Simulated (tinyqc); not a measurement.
Inside a calculation. Method: Ewald sum of point charges, zinc blende lattice. Computed by tinyqc, a small Python program that keeps every step. Command: `OMP_NUM_THREADS=1 python tinyqc.py 22664 22665 out.jsonl` (the two numbers bound the seeds that draw the settings). One thread of a shared host (Intel(R) Xeon(R) Processor @ 2.60GHz), about 0.03 s of CPU time with the checks.

## Ewald sum with eta = 0.621 1/bohr

cell vectors (rows) (bohr):
```
,1,2,3
1,0.00000,3.17500,3.17500
2,3.17500,0.00000,3.17500
3,3.17500,3.17500,0.00000
```

Charges:
```
q,f1,f2,f3
2.00000,0.00000,0.00000,0.00000
-2.00000,0.25000,0.25000,0.25000
```

Real space: 1/2 sum q_i q_j erfc(eta r)/r over all images with r > 0; reciprocal space: (2 pi/V) sum_(G != 0) exp(-G^2/4 eta^2)/G^2 |S(G)|^2 with S(G) = sum q exp(i G.r); self term -eta/sqrt(pi) sum q^2; background -pi Q^2/(2 V eta^2), Q the total charge.

Real-space shells (first ones):
```
r (bohr),pairs,sum (hartree)
2.74963,8,-0.09161
4.49013,24,0.00086
5.26514,24,-3.43e-05
6.35000,12,9.26e-08
6.91975,24,-8.49e-09
7.77713,48,1.05e-10
8.24889,32,0
8.98026,24,0
9.39178,48,0
```

Reciprocal shells (first ones that count):
```
G^2 (1/bohr^2),vectors,sum (hartree)
2.93720,8,0.31858
3.91627,6,0.18999
10.76973,24,0.00163
11.74880,8,0.00053
18.60227,24,5.87e-06
19.58133,24,5.91e-06
26.43480,32,3.43e-08
34.26734,48,2.48e-10
35.24640,30,1.59e-10
```

## The total does not depend on eta

The same sums for other eta.

Totals (hartree per cell):
```
eta,real,reciprocal,self,background,total
0.62100,-0.09079,0.51074,-2.80289,0.00000,-2.3829456
0.84900,-0.00560,1.45463,-3.83198,0.00000,-2.3829456
0.94900,-0.00130,1.90169,-4.28333,0.00000,-2.3829456
```

shortest distance = 2.74963 bohr

Madelung constant -E d / (formula units |q+ q-|) = 1.63806
